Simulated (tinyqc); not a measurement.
# Permittivity and interlayer from two capacitances

Problem. A two-layer stack has Cox = eps0/(t1/e1 + t2/e2) and EOT = 3.9 eps0/Cox. Find e2, the EOT of layer 1 and, with e1 given, t1.

Parameters, values chosen for the exercise:
```
symbol,value,unit,meaning
e1,3.99,,relative permittivity of layer 1
```

Constants: eps0 = 8.8541878128e-14 F/cm where lengths are in cm. Results are converted to the units shown.

Cox at t2 = 2.1 and 8.9 nm (uF/cm^2): 2.5320600  1.3206574

Answer. EOT is linear in t2 with slope 3.9/e2, and its intercept is the EOT of layer 1.

e2 = 21.2
EOT of layer 1 = 0.977 nm
t1 = 1.00 nm

Program tinyqc, `OMP_NUM_THREADS=1 python tinyqc.py 2010004 2010005 out.jsonl`; Intel Xeon 2.30GHz, shared host, one thread, about 0.01 s.
